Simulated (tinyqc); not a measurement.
Inversion-layer mobility, back-scattering and ballistic limit of a field-effect transistor: one step, computed by the program tinyqc. Command: `OMP_NUM_THREADS=1 python tinyqc.py 3024371 3024372 out.jsonl mos walk`. One thread of a shared host (Intel(R) Xeon(R) Processor @ 2.30GHz), about 0.01 s of CPU time with the checks.

The charge at the top of the source barrier is fixed by the gate; series resistance and short-channel effects are left out. F_j are Fermi integrals normalised to exp(eta) in the classical limit.

Question. Back-scattering. F_j(eta) = (1/Gamma(j + 1)) int_0^infinity x^j/(1 + exp(x - eta)) dx, F_0 = ln(1 + exp(eta)). Integrals over x = E/(k_B T) use 160 Gauss-Legendre points in u = sqrt(x) from 0 to sqrt(max(eta, 0) + 32). Ballistic channel: N_2D = g_v m k_B T/(pi hbar^2), U = e V_D/(k_B T); eta_F solves N_inv = (N_2D/2)[F_0(eta_F) + F_0(eta_F - U)]; v_T = sqrt(2 k_B T/(pi m)); I/W = e (N_2D/2) v_T [F_1/2(eta_F) - F_1/2(eta_F - U)]; injection velocity v_T F_1/2(eta_F)/F_0(eta_F). Mean free path lambda = (2 k_B T/e)(mu/v_T) F_0(eta_0)/F_-1/2(eta_0), with eta_0 from N_inv = N_2D F_0(eta_0); critical length l = L (1 + U)^(-a), an empirical rule; back-scattering r = l/(l + lambda). Then eta solves N_inv = (N_2D/2)[(1 + r) F_0(eta) + (1 - r) F_0(eta - U)] and I/W = e (N_2D/2) v_T (1 - r)[F_1/2(eta) - F_1/2(eta - U)]. Ballistic ratio: I over the ballistic current. Apparent mobility 1/(1/mu + 1/mu_B), mu_B = mu L/lambda.

Inputs (values chosen for the exercise, modelled on an InGaAs n-channel):

| quantity | value | unit |
|---|---|---|
| transport mass m | 0.044 | m_0 |
| valley degeneracy g_v | 1 | - |
| gate overdrive V_G - V_T | 0.43 | V |
| drain voltage V_D | 1.1 | V |
| channel length L | 49 | nm |
| exponent a of the critical length | 0.82 | - |
| temperature T | 400 | K |

Statistics at the top of the barrier: Fermi-Dirac.

inversion density N_inv = 6.178459e+12 1/cm^2

effective mobility mu = 1512.088 cm^2/(V s)

Constants: m_0 = 9.1093837015e-31 kg; k_B = 1.380649e-23 J/K; hbar = 1.054571817e-34 J s; k_B = 8.617333262e-05 eV/K; e = 1.602176634e-19 C.

Give: eta_0; mean free path lambda; critical length l; back-scattering coefficient r; current I/W; ballistic ratio; apparent low-field mobility.

Answer.

eta_0 = 9.752

mean free path lambda = 97.86 nm

critical length l = 2.792 nm

back-scattering coefficient r = 0.02774

current I/W = 9120 microampere/micrometre

ballistic ratio = 0.9333

apparent low-field mobility = 504.5 cm^2/(V s)

L/lambda = 0.50, but at this drain voltage only the first 2.79 nm can return a carrier to the source, so the device works at 93 % of its ballistic limit. Caution: the current exceeds the long-channel drift law, so the empirical rule for l, meant for short channels, is too generous here. Caution: in a degenerate gas the layer that can return carriers is set by E_F rather than k_B T, so l is underestimated.
